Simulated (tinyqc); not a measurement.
# Free and trapped electrons in a MOS channel with a dense trap tail: effects of single changes

p-type body, charge-sheet picture, full ionisation (an idealisation for deep acceptors), Boltzmann statistics for free electrons. e = Ec - EF at the surface. Acceptor-like traps of density D(E) = D0 + De exp(-E/Ew) at depth E below Ec, from 0 to Eu, hold n_t = integral of D(E)/(1 + exp((e - E)/Vt)). psi = Eg - Vt ln(Nv/Na) - e; N_dep = sqrt(2 eps0 eps_r Na (psi - Vt)/q); n_f = sqrt(N_dep^2 + 2 eps0 eps_r Vt Nc exp(-e/Vt)/q) - N_dep; Vg = Vfb + psi + q (N_dep + n_t + n_f)/Cox, Cox = eps0 eox/tox.

Parameters, values chosen for the exercise; band and dielectric values close to those of silicon: temperature T = 300 K; band gap Eg = 1.13 eV; relative permittivity eps_r = 11.9; conduction-band density of states at T Nc = 2.83e19 cm^-3; valence-band density of states at T Nv = 2.66e19 cm^-3; relative permittivity of the insulator eox = 3.9; insulator thickness tox = 27 nm; acceptor density Na = 2.2e16 cm^-3; flat-band voltage without trapped charge Vfb = -0.71 V; constant background density of acceptor-like traps D0 = 1.1e11 cm^-2 eV^-1; density of the tail at the conduction edge De = 4.3e12 cm^-2 eV^-1; decay energy of the tail Ew = 0.1 eV; depth below Ec down to which the traps reach Eu = 0.68 eV; mobility of free electrons mf = 220 cm^2/(V s).

Constants: q = 1.602176634e-19 C, kB = 1.380649e-23 J/K, Vt = kB T/q, eps0 = 8.8541878128e-14 F/cm where lengths are in cm. Results are converted to the units shown.

Each table varies one quantity; the others keep the values above.

## Free and trapped charge against gate voltage

Free share n_f/(n_f + n_t); swing ln 10 n_f/(dn_f/dVg); field-effect mobility mf q (dn_f/dVg)/Cox, for a constant mf; oxide field q (N_dep + n_t + n_f)/(eps0 eox).

Free and trapped charge against gate voltage:

| Vg (V) | e (eV) | n_f (cm^-2) | n_t (cm^-2) | free share (%) | swing (mV/decade) | field-effect mobility (cm^2/(V s)) | oxide field (MV/cm) |
|---|---|---|---|---|---|---|---|
| 0.3 | 0.4421 | 4.836e5 | 3.147e10 | 0.001536 | 103.8 | 0.002955 | 0.1873 |
| 0.9 | 0.1554 | 2.446e10 | 1.586e11 | 13.36 | 243.0 | 63.86 | 0.3033 |
| 1.4 | 0.08882 | 2.514e11 | 2.577e11 | 49.38 | 997.6 | 159.9 | 0.4638 |
| 1.9 | 0.06175 | 5.651e11 | 3.135e11 | 64.32 | 1967 | 182.3 | 0.6390 |
| 2.5 | 0.04143 | 9.762e11 | 3.593e11 | 73.10 | 3192 | 194.1 | 0.8537 |
| 3 | 0.02900 | 1.334e12 | 3.872e11 | 77.50 | 4233 | 200.0 | 1.034 |
| 3.6 | 0.01711 | 1.775e12 | 4.124e11 | 81.15 | 5500 | 204.8 | 1.252 |
| 4.1 | 0.008874 | 2.149e12 | 4.283e11 | 83.38 | 6567 | 207.7 | 1.434 |
| 4.6 | 0.001734 | 2.528e12 | 4.408e11 | 85.15 | 7644 | 209.9 | 1.617 |

n_f reaches 1e11 cm^-2 at Vg = 1.11 V, against 0.850 V without traps. The free share rises from 0.00154 to 85.2 % and the field-effect mobility rises from 0.00296 to 210 cm^2/(V s), although mf = 220 is constant: in the last row 95.4 % of Cox dVg goes into free electrons. The swing in the first row is 104 mV a decade (Vt ln 10 = 59.5). For Vg = 2.5, 3, 3.6, 4.1, 4.6 EF lies less than 2 Vt below the band edge, or above it, where degeneracy and confinement, left out, matter.

## Effect of the decay energy of the tail

VT is the Vg for n_f = 1e11 cm^-2; swing ln 10 n_f/(dn_f/dVg) at n_f = 1e8 cm^-2; the last three columns are for Vg = VT + 2.2 V, with free share n_f/(n_f + n_t) and field-effect mobility mf q (dn_f/dVg)/Cox; there EF is near the band edge, where Boltzmann statistics are rough.

Results:

| Ew (eV) | e at VT (eV) | VT (V) | q n_t/Cox at VT (V) | swing (mV/decade) | n_f (cm^-2) | free share (%) | field-effect mobility (cm^2/(V s)) |
|---|---|---|---|---|---|---|---|
| 0.03 | 0.1164 | 0.9376 | 0.08793 | 95.56 | 1.677e12 | 92.09 | 208.5 |
| 0.05 | 0.1164 | 0.9668 | 0.1171 | 96.78 | 1.634e12 | 88.54 | 206.1 |
| 0.07 | 0.1164 | 1.015 | 0.1656 | 101.1 | 1.600e12 | 84.87 | 204.4 |
| 0.09 | 0.1164 | 1.078 | 0.2281 | 108.8 | 1.573e12 | 81.29 | 203.2 |
| 0.11 | 0.1164 | 1.150 | 0.2999 | 118.8 | 1.553e12 | 77.89 | 202.3 |
| 0.13 | 0.1164 | 1.227 | 0.3774 | 130.0 | 1.536e12 | 74.73 | 201.5 |
| 0.17 | 0.1164 | 1.388 | 0.5387 | 153.4 | 1.512e12 | 69.18 | 200.4 |

Estimate the missing row, Ew = 0.15 eV.

Computed row:

| Ew (eV) | e at VT (eV) | VT (V) | q n_t/Cox at VT (V) | swing (mV/decade) | n_f (cm^-2) | free share (%) | field-effect mobility (cm^2/(V s)) |
|---|---|---|---|---|---|---|---|
| 0.15 | 0.1164 | 1.307 | 0.4577 | 141.8 | 1.523e12 | 71.83 | 200.9 |

With this row back in the table: As Ew goes from 0.03 to 0.17, VT rises from 0.938 to 1.39 V, its part due to traps rises from 0.0879 to 0.539 V, the swing rises from 95.6 to 153 mV/decade and the field-effect mobility falls from 208 to 200 cm^2/(V s).

Computed by the program tinyqc: `OMP_NUM_THREADS=1 python tinyqc.py 2222039 2222040 out.jsonl`, one thread of a shared Intel Xeon 2.30GHz, about 0.02 s for the whole run.
